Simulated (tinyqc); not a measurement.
Inside a calculation. Model: quasi-harmonic thermal expansion with mode Grueneisen parameters. Computed by tinyqc, a small Python program that keeps every step. Command: `OMP_NUM_THREADS=1 python tinyqc.py 3020793 3020794 out.jsonl qha walk`. One thread of a shared host (Intel(R) Xeon(R) Processor @ 2.30GHz), about 0.03 s of CPU time with the checks. Intermediate numbers are printed to about 6 digits and carried at full precision; extremes and crossings named in words are read from the listed rows.

A crystal with two atoms a cell; per atom there are 1 transverse acoustic (TA), 1/2 longitudinal acoustic (LA) and 3/2 optical (O) modes. Every frequency of group i scales as nu_i (V/V0)^(-gamma_i). The acoustic groups have Debye spectra, density 3 nu^2/nu_i^3 up to nu_i (40 Gauss-Legendre points); the optical group has one frequency. Static energy: E = (9 V0 B0/16) [y^3 B' + y^2 (2 - 4 y)], y = (V0/V)^(2/3) - 1, with pressure P_s = (3 B0/2) (z^7 - z^5) [1 + (3/4)(B' - 4)(z^2 - 1)], z = (V0/V)^(1/3).

Inputs (values chosen for the exercise, modelled on gallium nitride):
```
quantity                       value             unit
static volume V0                11.4  angstrom^3/atom
static bulk modulus B0           197              GPa
static B'                       4.32                -
frequency nu_TA                 5.59              THz
frequency nu_LA                 9.19              THz
frequency nu_O                  18.5              THz
Grueneisen parameter gamma_TA  -0.11                -
Grueneisen parameter gamma_LA    1.1                -
Grueneisen parameter gamma_O     1.3                -
temperature T                    300                K
step factor f                      1                -
```

Acoustic groups: Debye.

Constants: h x 1 THz = 4.135667696 meV; k_B = 8.617333262e-05 eV/K; 1 eV/angstrom^3 = 160.2176634 GPa.

## Mode groups at the static volume

For a mode with x = h nu/(k_B T), n = 1/(exp(x) - 1): U = h nu (n + 1/2), C/k_B = x^2 n (n + 1); U_i and C_i sum these over group i with its weight per atom. Phonon pressure P_ph = sum_i gamma_i U_i/V.

Groups:
```
group  h nu_i/(k_B T)  U_i (meV)  C_i (k_B)  gamma_i C_i (k_B)
TA           0.894259    26.8760   0.961129          -0.105724
LA            1.47017    14.2883   0.449874           0.494862
O             2.95953    63.6575   0.757649           0.984944
```

phonon pressure at V0 = 1.34239 GPa

## Grueneisen's estimate

gamma_th = sum gamma_i C_i / sum C_i; volume expansion coefficient alpha_V = gamma_th C k_B/(B0 V0); linear coefficient alpha_V/3; first-order volume change P_ph/B0.

heat capacity C at V0 = 2.16865 k_B/atom

gamma_th at V0 = 0.633611

linear expansion, Grueneisen estimate = 2.81581 ppm/K

first-order volume change = 0.681418 %

The negative gamma_TA is outweighed by the other groups at this T.

## Equilibrium volume by iteration

Start at V0 and step V(new) = V [1 + f (P_s + P_ph)/B0]; stop when |P_s + P_ph| < 1e-8 GPa, after 60 steps, or when V leaves 0.7 to 1.3 V0.

Iterations:
```
step  V (angstrom^3)  P_s + P_ph (GPa)
0            11.4000       1.34239e+00
1            11.4777       7.62840e-03
2            11.4781       1.29286e-04
3            11.4781       2.19956e-06
4            11.4781       3.74235e-08
5            11.4781       6.36757e-10
```

converged (1 yes, 0 no) = 1

volume V(T) = 11.4781 angstrom^3/atom

Converged at step 5; the volume lies +0.685 % from V0.

## Properties at the equilibrium volume

B_T = -V d(P_s + P_ph)/dV at fixed T (central difference, step 1e-4 V); alpha_V = sum gamma_i C_i k_B/(B_T V), all at V(T); the linear coefficient is alpha_L = alpha_V/3. C_P - C_V = alpha_V^2 B_T V T; the optical frequency is nu_O (V/V0)^(-gamma_O).

volume change from V0 = 0.685383 %

isothermal bulk modulus B_T = 193.648 GPa

linear expansion coefficient = 2.86983 ppm/K

C_V = 2.17790 k_B/atom

C_P - C_V = 0.00357995 k_B/atom

optical frequency at V(T) = 18.3365 THz

B_T lies -1.70 % from the static B0, and the Grueneisen estimate at V0 differs from this expansion coefficient by -1.9 %.

## Zero-point expansion

At T = 0, U_i is the zero-point energy (h nu/2 a mode); solve P_s + P_ph = 0.

volume at T = 0 = 11.4664 angstrom^3/atom

zero-point volume change = 0.582529 %

## Expansion against temperature

V(T) solves P_s + P_ph = 0. The Grueneisen estimate uses C_i, V0 and B0 at the static volume; gamma_th = sum gamma_i C_i / sum C_i is taken at V(T).

Quasi-harmonic results:
```
T (K)  V/V0 - 1 (%)  B_T (GPa)  alpha_L (ppm/K)  alpha_L, Grueneisen estimate  gamma_th
20          0.58253    194.700          0.00111                       0.00093  0.015011
40          0.58257    194.699          0.01863                       0.01724  0.037791
70          0.58327    194.686          0.15867                       0.15384  0.118290
100         0.58571    194.655          0.39241                       0.38321  0.198926
150         0.59566    194.536          0.96507                       0.94339  0.348902
220         0.62649    194.202          1.95112                       1.91194  0.525270
300         0.68538    193.648          2.86983                       2.81581  0.636414
450         0.84060    192.397          3.84955                       3.77103  0.722092
700         1.16120    190.124          4.50281                       4.38202  0.765527
1000        1.58786    187.323          4.80885                       4.63511  0.781495
```

alpha_L is positive throughout. gamma_th moves from 0.02, near gamma_TA = -0.11, to 0.78, near the average over all modes, 0.80, as the stiffer groups take up their share of C. B_T changes by -3.8 % over the table, and at the highest T the estimate at fixed V0 and B0 is off by -3.6 %.

Checks made by the program: zero of the pressure against the minimum of F(V) = E + F_ph (relative difference 7e-09); alpha against the slope of V(T) (relative difference 4e-08).
